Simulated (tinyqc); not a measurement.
# p-i-n power rectifier, conductivity modulation at high injection: two studies

A drift layer from x = -d to d (2 d = W) between ideal p+ and n+ emitters (no recombination in them). High injection, n = p, ambipolar diffusion with one lifetime; both mobilities scale as (T/300 K)^(-bt).

Inputs (values chosen for the exercise); bulk values close to those of 4H silicon carbide: temperature T = 300 K; relative permittivity eps_r = 9.46; critical-field constant Kc = 22100 V/cm per (cm^-3)^(1/8); rated breakdown voltage of the drift layer BV = 2400 V; drift mobility at 300 K mud = 830 cm^2/(V s); temperature exponent of the drift mobility bt = 2.4; hole mobility at 300 K mup = 110 cm^2/(V s); band gap Eg = 3.3 eV; conduction-band density of states at T Nc = 1.7e19 cm^-3; valence-band density of states at T Nv = 2.5e19 cm^-3; forward current density J = 100 A/cm^2; ramp rate of the current at turn-off a = 260 A/(cm^2 us); high-level lifetime tau = 9.3e-7 s.

Constants: q = 1.602176634e-19 C, kB = 1.380649e-23 J/K, Vt = kB T/q, eps0 = 8.8541878128e-14 F/cm where lengths are in cm. Results are converted to the units shown.

Each table varies one quantity; the others keep the values above.

## Forward voltage and stored charge against the high-level lifetime

Triangular field at breakdown with Ec = Kc N^(1/8): BV = eps0 eps_r Ec^2/(2 q N), so N = (eps0 eps_r Kc^2/(2 q BV))^(4/3); W = 2 BV/Ec; mu = mud (T/300 K)^(-bt); rho = 1/(q mu N); ideal resistance rho W. Da = 2 mun mup Vt/(mun + mup), La = sqrt(Da tau), B = (mun - mup)/(mun + mup) with mun = mud (T/300 K)^(-bt), mup likewise; n(x) = (tau J/(2 q La)) [cosh(x/La)/sinh(d/La) - B sinh(x/La)/cosh(d/La)]. Ohmic drop: integral of J/(q (mun + mup) n); diffusion (Dember) drop Vt B ln(n(-d)/n(d)); both junctions together Vt ln(n(-d) n(d)/ni^2), ni = sqrt(Nc Nv) exp(-Eg/(2 Vt)), Eg in volts; V_F = the sum; stored charge q times the integral of n. Integrals on a fine grid. Peak reverse current if all stored charge left in a linear ramp without recombination (an upper bound): sqrt(2 a Q). Rows where n falls below the doping are left out.

The same in every row: J rho W (V) = 0.4210.

Forward voltage and stored charge against the high-level lifetime:

| tau (s) | d/La | drift drop, ohmic and diffusion (V) | junction drops (V) | V_F (V) | Q (uC/cm^2) | sqrt(2 a Q) (A/cm^2) | lowest n over N |
|---|---|---|---|---|---|---|---|
| 7.7e-8 | 1.940 | 0.1596 | 2.960 | 3.119 | 7.700 | 63.28 | 1.784 |
| 1.6e-7 | 1.346 | 0.07416 | 2.990 | 3.065 | 16.00 | 91.21 | 5.366 |
| 3.4e-7 | 0.9233 | 0.03672 | 3.026 | 3.062 | 34.00 | 133.0 | 14.76 |
| 7e-7 | 0.6435 | 0.01904 | 3.060 | 3.079 | 70.00 | 190.8 | 35.35 |
| 1.5e-6 | 0.4396 | 0.009368 | 3.097 | 3.107 | 150.0 | 279.3 | 82.70 |
| 3.1e-6 | 0.3058 | 0.004674 | 3.134 | 3.138 | 310.0 | 401.5 | 178.4 |
| 6.4e-6 | 0.2128 | 0.002302 | 3.170 | 3.173 | 640.0 | 576.9 | 376.3 |
| 1.3e-5 | 0.1493 | 0.001143 | 3.207 | 3.208 | 1300 | 822.2 | 772.3 |
| 2.8e-5 | 0.1017 | 5.331e-4 | 3.246 | 3.247 | 2800 | 1207 | 1672 |

What does the table show?

V_F goes from 3.12 through a minimum of 3.06 (at tau = 3.4e-7 among the rows listed) to 3.25 V; the drift drop falls from 0.160 to 5.33e-4 V and the junction drops rise from 2.96 to 3.25 V. The minimum falls at d/La = 0.92: a short lifetime starves the middle of the layer, a long one raises the edge densities and with them the junction drops. Where n exceeds a few 1e17 cm^-3, emitter and Auger recombination, left out here, lower n and change V_F.

## Forward voltage and stored charge against the forward current density

Same model as above.

The same in every row: d/La = 0.5583; drift drop, ohmic and diffusion (V) = 0.01465.

Forward voltage and stored charge against the forward current density:

| J (A/cm^2) | junction drops (V) | V_F (V) | Q (uC/cm^2) | sqrt(2 a Q) (A/cm^2) | lowest n over N | J rho W (V) |
|---|---|---|---|---|---|---|
| 5 | 2.919 | 2.934 | 4.650 | 49.17 | 2.443 | 0.02105 |
| 10 | 2.955 | 2.969 | 9.300 | 69.54 | 4.886 | 0.04210 |
| 30 | 3.012 | 3.026 | 27.90 | 120.4 | 14.66 | 0.1263 |
| 60 | 3.047 | 3.062 | 55.80 | 170.3 | 29.32 | 0.2526 |
| 100 | 3.074 | 3.089 | 93.00 | 219.9 | 48.86 | 0.4210 |
| 300 | 3.131 | 3.145 | 279.0 | 380.9 | 146.6 | 1.263 |
| 800 | 3.181 | 3.196 | 744.0 | 622.0 | 390.9 | 3.368 |

V_F rises from 2.93 to 3.20 V; the drift drop stays at 0.0147 V and the junction drops rise from 2.92 to 3.18 V. Where n exceeds a few 1e17 cm^-3, emitter and Auger recombination, left out here, lower n and change V_F. The drift drop does not depend on J, since n grows in proportion to it. The unipolar drop J rho W is below V_F for J up to 300.

Numbers from tinyqc (`OMP_NUM_THREADS=1 python tinyqc.py 2230033 2230034 out.jsonl`; about 0.01 s on one thread of a shared Intel Xeon 2.30GHz).
